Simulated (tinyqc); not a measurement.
One anharmonic mode: perturbation theory, self-consistent phonons and exact levels. Changing the quartic constant b. Computed by tinyqc, a small Python program. Command: `OMP_NUM_THREADS=1 python tinyqc.py 3004153 3004154 out.jsonl scp sweep`. One thread of a shared host (Intel(R) Xeon(R) Processor @ 2.30GHz), about 0.07 s of CPU time with the checks.

V(x) = k x^2/2 + b x^4 for one coordinate x of mass M. A constant K > 0 gives hbar Omega = sqrt((hbar^2/u) K/M) with K in eV/angstrom^2 and M in u.

Inputs (values chosen for the exercise, for a model mode):
```
quantity             value           unit
mode mass M           51.2              u
harmonic constant k   -2.1  eV/angstrom^2
temperature T          170              K
mixing                0.15              -
```

Shape: double well.

Constants: hbar^2/u = 4.18015928e-03 eV angstrom^2; k_B = 8.617333262e-05 eV/K.

Method:
- Self-consistent phonon, centred at x = 0: K = k + 12 b <x^2>, <x^2> = (hbar Omega/(2K)) coth(hbar Omega/(2 k_B T)).
- Start at K = |k|; K(new) = K + mixing x (K_out - K), but at least K/20; stop when |K_out - K| < 1e-9 |k| or after 90 steps.
- Its free energy is F = k_B T ln[2 sinh(hbar Omega/(2 k_B T))] + (k - K)<x^2>/2 + 3 b <x^2>^2, an upper bound to the exact one.
- Basis: oscillator states n of the constant |k|, with x = s (a + a+), s^2 = hbar Omega/(2|k|); H = hbar Omega (n + 1/2) + (k - |k|) x^2/2 + b x^4, with exact matrix elements of x^2 and x^4.
- Exact values use 120 basis states: F = -k_B T ln sum exp(-E_n/(k_B T)), and <x^2> is the Boltzmann mean.

One run for each value; columns: (1) quartic constant b (eV/angstrom^4); (2) self-consistent quantum (meV); (3) E_1 - E_0 (meV); (4) self-consistent <x^2> (angstrom^2); (5) exact <x^2> (angstrom^2):
```
(1)      (2)     (3)        (4)        (5)
66    14.699   7.937  0.0059927  0.0078298
110   17.405  11.264  0.0044019  0.0054695
170   20.018  14.321  0.0034353  0.0041279
270   23.160  17.878  0.0026759  0.0031233
420   26.580  21.656  0.0021337  0.0024335
670   30.732  26.151  0.0017000  0.0018992
1100  35.873  31.612  0.0013532  0.0014843
1700  41.146  37.111  0.0011194  0.0012116
2700  47.691  43.812  0.0009246  0.0009895
```

Describe and explain the trends.

Over the rows, self-consistent quantum (meV) rises from 14.7 to 47.7 (exponent d ln y / d ln x about 0.32 throughout); E_1 - E_0 (meV) rises from 7.94 to 43.8 (exponent d ln y / d ln x 0.69 between the first rows and 0.36 between the last); self-consistent <x^2> (angstrom^2) falls from 0.00599 to 9.25e-4 (exponent d ln y / d ln x -0.60 between the first rows and -0.41 between the last). The self-consistent quantum is 1.85 times E_1 - E_0 in the first row and 1.09 in the last; it follows from the curvature averaged over the spread of x, not from the lowest spacing alone. Small b means deep, distant wells, where E_1 - E_0 is a tunnelling splitting.

Extremes, crossings and ranges named in words are read from the listed rows.
